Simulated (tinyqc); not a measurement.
Round or elliptic silicon nanowire with anisotropic valleys (Ritz method): sweeps and comparisons. A value that a table varies takes the place of the one given here.

Wire along x = [110] on a (001) wafer, y = [-110], z = [001]. Valley groups (w = inverse masses): A, two valleys along z: w_y = 1/mt, w_z = 1/ml, m_x = mt; B, four valleys in the wafer plane: w_y = (1/ml + 1/mt)/2, w_z = 1/mt, m_x = (ml + mt)/2.

Hard wall on the ellipse (y/a)^2 + (z/b)^2 = 1, c = hbar^2/2m0. With u = y/a, v = z/b the operator is -c [(w_y/a^2) d2/du2 + (w_z/b^2) d2/dv2] on the unit disc. Basis (1 - u^2 - v^2) u^i v^j; S, X and Y are the disc integrals of f f', (df/du)(df'/du) and (df/dv)(df'/dv), from the integral of u^p v^q = 2 Gamma((p+1)/2) Gamma((q+1)/2)/((p + q + 2) Gamma((p+q+2)/2)) for even p, q; H = c (w_y X/a^2 + w_z Y/b^2).

Converged values use 21 functions of each parity class (e or o in u, then in v).

Constants: hbar^2/2m0 = 3.80998211 eV angstrom^2.

Inputs chosen for the exercise (near those of a Si nanowire; not measured data): ml = 0.906 m0 (longitudinal mass); mt = 0.192 m0 (transverse mass); a = 28 angstrom (semi-axis along y); b = 39 angstrom (semi-axis along z); asp = (0.4, 0.6, 0.8, 1, 1.3, 1.8, 2.5) (ratios a/b); area = 34.3 nm^2 (cross-section, kept fixed); hw = 1 (height over mean width).

## Size of the basis

Lowest level of each group with 1, 3, 6 and 21 even functions.

Levels (meV):

| functions | A | B |
|---|---|---|
| 1 | 84.23 | 85.15 |
| 3 | 78.71 | 82.07 |
| 6 | 78.50 | 82.06 |
| 21 | 78.50 | 82.06 |

What can be read from the table?

One function errs by 7.3 % for A and 3.8 % for B, six by 0.0033 and 1.5e-05 meV. The error grows with the axis ratio of the stretched ellipse (3.03, 1.08); for a circle it is 6/5.783 - 1 = 3.7 %.

## Flattening the wire at fixed area

a = sqrt(area x ratio/pi), b = a/ratio, 1 nm^2 = 100 angstrom^2; lowest level of each group.

Levels (eV):

| a/b | a (angstrom) | b (angstrom) | A | B |
|---|---|---|---|---|
| 0.4 | 20.9 | 52.2 | 0.1266 | 0.0994 |
| 0.6 | 25.6 | 42.7 | 0.0902 | 0.0845 |
| 0.8 | 29.6 | 36.9 | 0.0726 | 0.0819 |
| 1.0 | 33.0 | 33.0 | 0.0626 | 0.0843 |
| 1.3 | 37.7 | 29.0 | 0.0545 | 0.0921 |
| 1.8 | 44.3 | 24.6 | 0.0492 | 0.1101 |
| 2.5 | 52.2 | 20.9 | 0.0488 | 0.1389 |

How do the results move?

Each group is lowest where its stretched ellipse is a circle, at a/b = sqrt(w_y/w_z): 2.17 for A and 0.78 for B. The lowest group is B in the first row and A in the last, crossing between a/b = 0.6 and 0.8; B - A is -27 meV in the first row and +90 meV in the last.

## Shape of the cross-section

Equal area, hard walls, lowest level of -c (w_y d2/dy2 + w_z d2/dz2), c = hbar^2/2m0. Rectangle W x H with H/W = hw; ellipse with b/a = hw; trapezoid of height H, base W/0.8 and top 0.6 of the base; isosceles triangle of height H and base 2W. Ellipse, trapezoid and triangle by converged Ritz bases; 1 nm^2 = 100 angstrom^2.

Levels:

| shape | A (eV) | B (eV) | B - A (meV) |
|---|---|---|---|
| rectangle | 0.0692 | 0.0917 | 22.5 |
| ellipse | 0.0626 | 0.0843 | 21.6 |
| trapezoid | 0.0681 | 0.0935 | 25.4 |
| triangle | 0.0615 | 0.1213 | 59.8 |

W = 58.6 angstrom
H = 58.6 angstrom

What does this show, and why?

For group A the order is triangle, ellipse, trapezoid, rectangle, spanning 13 %. For group B the order is ellipse, rectangle, trapezoid, triangle, spanning 44 %. The ellipse lies below the rectangle for both groups, since corners hold little of the wave function. The triangle is lowest for A, whose light mass lies across the width and gains from the wide base. The spacing B - A of the valley groups runs from 22 to 60 meV.

## What each parameter does

Lowest level of groups A and B. Each row changes one parameter from the base and keeps the others.

Results:

| case | A (eV) | B (eV) | B - A (meV) |
|---|---|---|---|
| base | 0.0785 | 0.0821 | 3.6 |
| a = 26 angstrom | 0.0894 | 0.0891 | -0.3 |
| b = 42 angstrom | 0.0771 | 0.0768 | -0.3 |
| ml = 1.015 m0 | 0.0774 | 0.0812 | 3.8 |
| mt = 0.211 m0 | 0.0723 | 0.0754 | 3.0 |

How do the results move?

The largest shifts from the base row, up to three for each result and ties (the steps differ in size, so this ranks the rows, not the parameters). A (eV): a +0.0109, mt -0.0062, b -0.0014. B (eV): a +0.0070, mt -0.0067, b -0.0052. B - A (meV): a -3.9, b -3.8, mt -0.5.

(tinyqc, `OMP_NUM_THREADS=1 python tinyqc.py 1250729 1250730 out.jsonl`, Intel(R) Xeon(R) Processor @ 2.30GHz, 1 thread, shared host, about 0.02 s.)
